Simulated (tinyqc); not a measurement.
Thermoelectric coefficients of a parabolic band, Landauer integrals: best figure of merit against the lattice conductivity.

Bulk parabolic band, x = (E - Ec)/kB T, C = hbar^2/(2 m0), kB T in eV. Modes per area gv m kB T x/(4 pi C) times the back-scattering length l0 x^rr give the transport function s0 X(x), s0 = (2 q^2/h) gv m kB T l0/(4 pi C), X = x^(1 + rr). I_k = int X (x - eta)^k w dx, w = 1/(4 cosh^2((x - eta)/2)).

sigma = s0 I_0, S = -(kB/q) I_1/I_0, Lorenz number L = (kB/q)^2 [I_2/I_0 - (I_1/I_0)^2], kappa_e = L sigma T. Power factor S^2 sigma, ZT = S^2 sigma T/(kappa_e + kL). The integrals are converged. For each row eta is chosen to maximise ZT; B = (kB/q)^2 s0 T/kL.

Inputs (values chosen for the exercise): temperature T = 700 K; mass of one valley m = 0.43 m0; valleys gv = 4; back-scattering length at x = 1 l0 = 23 nm; energy exponent of that length rr = 0.

Constants: q = 1.602176634e-19 C, kB = 1.380649e-23 J/K, hbar = 1.054571817e-34 J s, h = 6.62607015e-34 J s, m0 = 9.1093837015e-31 kg, Vt = kB T/q, hbar^2/(2 m0) = 0.0380998212 eV nm^2. Results are converted to the units shown.

Best figure of merit against the lattice conductivity:

| kL (W/(m K)) | B | best eta | best ZT | S there (uV/K) |
|---|---|---|---|---|
| 0.12 | 16.73 | -3.071 | 7.792 | -439.0 |
| 0.27 | 7.435 | -2.465 | 5.534 | -388.3 |
| 0.59 | 3.402 | -1.908 | 3.805 | -342.8 |
| 1.3 | 1.544 | -1.377 | 2.472 | -300.9 |
| 2.8 | 0.7169 | -0.898 | 1.534 | -265.0 |
| 6.1 | 0.3291 | -0.461 | 0.8867 | -234.3 |
| 13 | 0.1544 | -0.096 | 0.4897 | -210.4 |
| 29 | 0.06922 | 0.208 | 0.2459 | -192.1 |

Read the table: what changes, and by how much?

As B falls from 16.7 to 0.0692, the best ZT falls from 7.79 to 0.246, as B^(0.42) between the first two rows and B^(0.86) between the last two; the best eta moves from -3.07 to 0.21, towards the optimum of the power factor, since kappa_e matters less when kL is large.

Range of the model: Parabolic bands, elastic scattering and a fixed kL make these model figures, not those of a material.

Computed by the program tinyqc: `OMP_NUM_THREADS=1 python tinyqc.py 2800014 2800015 out.jsonl`, one thread of a shared Intel Xeon 2.30GHz, about 0.07 s for the whole run.
